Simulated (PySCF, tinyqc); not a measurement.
Worked calculation: FCI on RHF in the sto-3g basis, for H4, spin multiplicity 1. The lowest restricted solution is unstable here: a spin-polarised one lies 0.0433 hartree lower (PySCF). One step of it, computed by the program tinyqc.

Question. Iteration 2 (converged): orbitals. Diagonalise F' = X^T F X, C = X C', fill 2 alpha and 2 beta electrons from the bottom; D = 2 C_occ C_occ^T. Each column has its largest component positive (the first on a tie).

converged F (hartree), lower triangle:
```
           1H 1s      2H 1s      3H 1s      4H 1s
1H 1s  -0.307739
2H 1s  -0.520170  -0.307739
3H 1s  -0.331979  -0.291404  -0.307739
4H 1s  -0.291404  -0.331979  -0.520170  -0.307739
```

X, lower triangle:
```
           1H 1s      2H 1s      3H 1s     4H 1s
1H 1s   1.187763
2H 1s  -0.297876   1.187763
3H 1s  -0.236027   0.022529   1.187763
4H 1s   0.022529  -0.236027  -0.297876  1.187763
```

Give: F' = X^T F X; orbital energies; coefficients C; D after iteration 2.

Answer.

F' = X^T F X (hartree), lower triangle:
```
         1        2        3       4
1   0.0289
2  -0.4854   0.0289
3  -0.2315   0.0240   0.0289
4   0.0240  -0.2315  -0.4854  0.0289
```

orbital energies (hartree): MO1 -0.6640, MO2 -0.2490, MO3 0.2588, MO4 0.7697

coefficients C:
```
          MO1      MO2      MO3      MO4
1H 1s  0.3382   0.5517   0.6135   0.8721
2H 1s  0.3382   0.5517  -0.6135  -0.8721
3H 1s  0.3382  -0.5517   0.6135  -0.8721
4H 1s  0.3382  -0.5517  -0.6135   0.8721
```

D after iteration 2, lower triangle:
```
         1H 1s    2H 1s   3H 1s   4H 1s
1H 1s   0.8375
2H 1s   0.8375   0.8375
3H 1s  -0.3800  -0.3800  0.8375
4H 1s  -0.3800  -0.3800  0.8375  0.8375
```
